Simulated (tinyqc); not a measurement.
Worked calculation: coherent transport through a tight-binding region between two chains. One step of it, computed by the program tinyqc.

Task: Transmission at E = 0.1 eV. Surface Green function g = (E - i sqrt(4 t^2 - E^2)) / (2 t^2); self-energy tc^2 g on each contact site; G = (E - H - Sigma)^(-1); Gamma = -2 Im Sigma; T = Gamma_L Gamma_R |G_LR|^2; local density of states -Im G_ii / pi.

H of the central region (eV):
```
           1          2          3          4          5
1   0.400000  -1.660000   0.000000   0.000000   0.000000
2  -1.660000   0.110000  -1.400000   0.000000   0.000000
3   0.000000  -1.400000  -0.500000  -0.480000   0.000000
4   0.000000   0.000000  -0.480000   0.470000  -0.810000
5   0.000000   0.000000   0.000000  -0.810000   0.890000
```

Leads: semi-infinite chains with site energy 0:
```
parameter                           value
lead hopping t (eV)              1.460000
coupling to the left lead (eV)   1.240000
coupling to the right lead (eV)  1.000000
left contact site                       1
right contact site                      5
```

E = 0.100000 eV

Give: g; G; local density of states; transmission.

Result:

g = 0.0235-0.6845i 1/eV

G (1/eV):
```
                 1                2                3                4
1   0.0920-0.5356i   0.2814-0.1667i  -0.1070+0.6339i  -0.6870-0.3060i
2   0.2814-0.1667i  -0.0488-0.2122i   0.3802+0.1962i  -0.3331+0.3737i
3  -0.1070+0.6339i   0.3802+0.1962i   0.1296-0.7502i   0.8122+0.3655i
4  -0.6870-0.3060i  -0.3331+0.3737i   0.8122+0.3655i  -0.0437-1.5467i
5  -0.2504-0.5154i  -0.3775+0.0544i   0.2942+0.6115i   0.7333-0.9231i

                 5
1  -0.2504-0.5154i
2  -0.3775+0.0544i
3   0.2942+0.6115i
4   0.7333-0.9231i
5   0.1606-0.7840i
```

local density of states (1/eV): 0.1705  0.0675  0.2388  0.4923  0.2496

transmission = 0.9463
